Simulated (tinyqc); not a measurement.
Where the wafer is too thin: surface photovoltage measurement of the minority-carrier diffusion length in a wafer. Computed by tinyqc, a small Python program. Command: `OMP_NUM_THREADS=1 python tinyqc.py 3130551 3130552 out.jsonl spv walk`. One thread of a shared host (Intel(R) Xeon(R) Processor @ 2.30GHz), about 0.01 s of CPU time with the checks.

Low injection, steady light, a depletion layer much thinner than 1/alpha and L. The excess density dn is taken at the front edge of the neutral region; light that reaches the back is lost.

Inputs (values chosen for the exercise, modelled on p-type silicon at room temperature):
```
quantity                            value        unit
wafer thickness W                     525  micrometre
diffusivity D                        29.4      cm^2/s
front recombination velocity S_f     1900        cm/s
back recombination velocity S_b      2600        cm/s
photon flux entering              1.1e+13  1/(cm^2 s)
```

Method:
- alpha = (84.732/lambda - 76.417)^2 per cm with lambda in micrometre (an empirical fit for silicon between 0.7 and 1.05 micrometre).
- Thick wafer: dn = Phi L/((S_f + D/L)(L + 1/alpha)). Finite wafer, with s = S_b L/D, w = W/L, a = alpha L: dn = [Phi a/(a^2 - 1)] [a - B - exp(-alpha W)(a - s)/(cosh w + s sinh w)]/(S_f + B D/L), B = (sinh w + s cosh w)/(cosh w + s sinh w).
- Readings y = (Phi/dn) (1 + noise x g) at 780, 830, 880, 920, 950, 975 and 995 nm; a least-squares line y = c (1/alpha + L_app) gives L_app = intercept/slope.
- No noise; L is varied at fixed W, and the last two columns set S_b to 0 and to 1e7 cm/s.

Apparent length (micrometre):
```
L          W/L  given S_b  S_b = 0  S_b = 1e7
26.2    20.038      26.20     26.2      26.20
52.5    10.000      52.50     52.5      52.50
105.0    5.000     104.98    105.1     104.82
158.0    3.323     157.38    160.0     155.54
262.0    2.004     250.50    285.5     236.61
420.0    1.250     348.65    544.4     307.88
682.0    0.770     426.20   1138.2     355.29
1100.0   0.477     468.38   2285.1     378.33
2100.0   0.250     491.11   4582.0     390.02
```

What follows from these numbers?

With a fast back surface L_app levels off, at 390 micrometre in the last row; with a passive one it reaches up to 2.18 times L among these rows and is 4580 in the last. All three columns are within 5 % of L down to W/L = 3.3.

Extremes, crossings and ranges named in words are read from the listed rows.
